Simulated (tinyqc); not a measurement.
Coherent transport through a tight-binding region between two chains, step by step. Computed by tinyqc, a small Python program that keeps every step. Settings: temperature = 4, mu = 0.38. Command: `OMP_NUM_THREADS=1 python tinyqc.py 30926 30927 out.jsonl` (the two numbers bound the seeds that draw the settings). One thread of a shared host (Intel(R) Xeon(R) Processor @ 2.60GHz), about 0.07 s of CPU time with the checks.

## Transmission at E = -0.72 eV

H of the central region (eV):
```
[[0.000000, -1.350000, 0.000000],
 [-1.350000, 0.330000, -0.860000],
 [0.000000, -0.860000, 0.000000]]
```

Leads: semi-infinite chains with site energy 0:
```
parameter                           value
lead hopping t (eV)              2.100000
coupling to the left lead (eV)   0.670000
coupling to the right lead (eV)  1.120000
left contact site                       1
right contact site                      3
```

E = -0.720000 eV

Surface Green function g = (E - i sqrt(4 t^2 - E^2)) / (2 t^2); self-energy tc^2 g on each contact site; G = (E - H - Sigma)^(-1); Gamma = -2 Im Sigma; T = Gamma_L Gamma_R |G_LR|^2; local density of states -Im G_ii / pi.

g = -0.081633-0.469141i 1/eV

G (1/eV):
```
[[0.134345-0.400597i, 0.746252-0.223735i, 0.700232+0.355679i],
 [0.746252-0.223735i, 0.342842-0.229666i, 0.409935+0.070806i],
 [0.700232+0.355679i, 0.409935+0.070806i, -0.598699-0.471884i]]
```

local density of states (1/eV): [0.127514, 0.073105, 0.150205]

transmission = 0.305787

## Transmission across the band

The same steps on a grid of energies.

T(E):
```
E (eV)              T
-3.99000000  0.000030
-3.59100000  0.000168
-3.19200000  0.000585
-2.79300000  0.001999
-2.39400000  0.007917
-1.99500000  0.045896
-1.59600000  0.595646
-1.19700000  0.508000
-0.79800000  0.305954
-0.39900000  0.366568
0.00000000   0.442410
0.39900000   0.295820
0.79800000   0.187804
1.19700000   0.183442
1.59600000   0.441193
1.99500000   0.312318
2.39400000   0.022868
2.79300000   0.004170
3.19200000   0.001036
3.59100000   0.000268
3.99000000   0.000045
```

levels of the isolated region (eV): [-1.444138, 0.000000, 1.774138]

## Current

I = (2e/h) int T(E) [f(E - mu - V/2) - f(E - mu + V/2)] dE at 4 K with mu = 0.38 eV, the bias not changing H; 2e^2/h = 77.48092 microsiemens; the integral runs over the band on 4001 points.

Current:
```
V (volt)  I (microampere)
0.010000         0.240253
0.050000         1.172336
0.100000         2.347530
0.200000         4.713564
0.400000         9.514673
0.800000        19.310719
```
